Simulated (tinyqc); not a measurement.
BHZ model on a square lattice (one spin block), step by step. Values are carried at full precision from step to step, so a last printed digit may differ when a step is redone from the rounded ones.

h(k) = e0 + d.s with s the Pauli matrices in the basis (E, H), k in units of 1/a: dx = (A/a) sin kx, dy = (A/a) sin ky, dz = M - (2B/a^2)(2 - cos kx - cos ky), e0 = -(2D/a^2)(2 - cos kx - cos ky). The other spin block is h*(-k). For small k this is the continuum model with dz = M - B k^2.

Parameters, chosen for this exercise (of the size used for HgTe wells; the results hold for these values, not for the real material):
- A = 3.91 eV angstrom
- B = -74.4 eV angstrom^2
- D = -56.6 eV angstrom^2
- M = -0.027 eV (mass term)
- a = 50 angstrom (grid spacing)
- k = (-0.01, 0.15) 1/a (wave vector)
- nk = 32 (points along kx)

## One k point

Form e0, d and E = e0 -/+ |d|.

e0 = 0.511 meV

dx, dy, dz (meV): -0.782  11.686  -26.329

levels (meV): -28.306  29.327

## Signs of dz at the four invariant points

dz = M, M - 4B/a^2 (twice), M - 8B/a^2 at (0,0), (pi,0), (0,pi), (pi,pi). The product of the signs is (-1)^nu. C = (s00 - s0p - sp0 + spp)/2 is the Chern number of the lower band of this block, in the sense Omega = curl of i<u|grad u>.

dz (meV): (0,0) -27.00, (pi,0) 92.04, (0,pi) 92.04, (pi,pi) 211.08

nu (Z2 index) = 1
C = -1

M/B > 0: the bands are inverted at Gamma alone, a quantum spin Hall insulator.

## Wilson loop

For each ky: x = -(1/2 pi) arg of the product of <u_j|u_(j+1)> over nk points kx = 2 pi j/nk of the lower band, folded into (-1/2, 1/2]. x is the centre of the hybrid Wannier function; minus its winding over ky from -pi to pi (followed on 61 points) is C.

Centres:
```
ky        x (a)
-3.142   0.0000
-1.500   0.0553
-0.700   0.1483
-0.350   0.2681
-0.150   0.3871
0.000    0.5000
0.150   -0.3871
0.350   -0.2681
0.700   -0.1483
1.500   -0.0553
3.142    0.0000
```

C from the winding = -1

The centre winds once across the cell, 46 % of the way within |ky| < 0.35; the other spin winds oppositely, so the pair switches partners.

## Edge state of the continuum model

At a hard wall the state is exp(-l1 y) - exp(-l2 y). At kx = 0: E = -D M/B, slope hbar v = A sqrt(1 - D^2/B^2), l = F -/+ sqrt(F^2 - M/B) with F = |A|/(2 sqrt(B^2 - D^2)); complex l means an oscillating tail. Penetration 1/Re(l1).

E at kx = 0 = 20.540 meV
hbar v = 2.5378 eV angstrom

l1, l2 (1/angstrom): 0.00476  0.07621

penetration = 210.0 angstrom

## Checks

- Chern number from the winding against the sign formula: both -1.0.

tinyqc: `OMP_NUM_THREADS=1 python tinyqc.py 1482214 1482215 out.jsonl`; about 0.1 s, one thread, shared Intel(R) Xeon(R) Processor @ 2.30GHz.
